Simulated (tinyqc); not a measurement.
# Resistance of a source-drain extension with a graded tip, step by step

Program tinyqc, `OMP_NUM_THREADS=1 python tinyqc.py 2282205 2282206 out.jsonl`; Intel Xeon 2.30GHz, shared host, one thread, about 0.03 s. Printed values are rounded.

y runs along the channel, the gate covers y > 0. The doping is N0 for y < y0 and N0 10^(-(y - y0)/la) beyond, uniform over the depth xj. Sheet conductance s(y) = q mu(N) max(N - Nch, 0) xj + (for y > 0) ma Cox Vo, with mu(N) = u0 + (u1 - u0)/(1 + (N/Nr)^au) and Cox = eps0 eox/tox. Current is taken as one-dimensional; depletion of the tip, spreading and the contact are left out. The metallurgical junction lies at yj, where N = Nch.

Parameters, values chosen for the exercise; mobility law close to that of holes in silicon:
- eox = 24.7 (relative permittivity of the gate insulator (close to zirconium oxide))
- tox = 8.1 nm (insulator thickness)
- N0 = 1e20 cm^-3 (active doping of the extension far from the gate)
- la = 4.4 nm/decade (lateral abruptness)
- y0 = -0.9 nm (position under the gate where the fall begins (gate edge at 0))
- xj = 25 nm (depth of the extension)
- Nch = 4.5e17 cm^-3 (channel doping)
- Vo = 0.61 V (gate overdrive)
- ma = 76 cm^2/(V s) (mobility of the gate-induced layer)
- u1 = 470.5 cm^2/(V s) (mobility at low doping)
- u0 = 44.9 cm^2/(V s) (mobility at high doping)
- Nr = 2.23e17 cm^-3 (reference doping)
- au = 0.719 (exponent)
- Lg = 40 nm (gate length)

Constants: q = 1.602176634e-19 C, eps0 = 8.8541878128e-14 F/cm where lengths are in cm. Results are converted to the units shown.

## Sheet resistances and junction position

yj = y0 + la log10(N0/Nch); sheet resistance of the full extension 1/[q mu(N0)(N0 - Nch) xj] and of the gate-induced layer 1/(ma Cox Vo); metallurgical length Lg - 2 yj; ye is where the doped and the gate-induced conductances are equal.

yj = 9.425865 nm
sheet resistance of the extension = 500.4477 ohm/square
sheet resistance of the induced layer = 7989.064 ohm/square
metallurgical length = 21.14827 nm
ye = 5.365249 nm
N at ye = 3.767731e18 cm^-3

The gate takes over 4.06 nm before the junction, where N is still 8.37 times the channel doping.

## Resistance of the overlapped part

Midpoint rule on 11 equal steps from 0 to yj: R_ov = sum h/s(y), per width.

```
point,y (nm),N (cm^-3),doped conductance (uS),sheet resistance (ohm/square)
0,0.4284484,4.989763e19,1058.145,845.0825
1,1.285345,3.186623e19,711.9826,1194.524
2,2.142242,2.035079e19,485.1044,1638.604
3,2.999139,1.299667e19,334.7934,2174.081
4,3.856036,8.300090e18,233.6573,2786.847
5,4.712932,5.300704e18,164.1009,3456.953
6,5.569829,3.385199e18,114.8013,4167.145
7,6.426726,2.161897e18,78.46795,4910.649
8,7.283623,1.380657e18,50.42620,5694.848
9,8.140520,8.817316e17,27.72600,6540.346
10,8.997417,5.631021e17,8.577804,7476.696
```

R_ov = 35.035 ohm um

The exact integral is 35.063 ohm um; the coarse sum is 0.081 % below it.
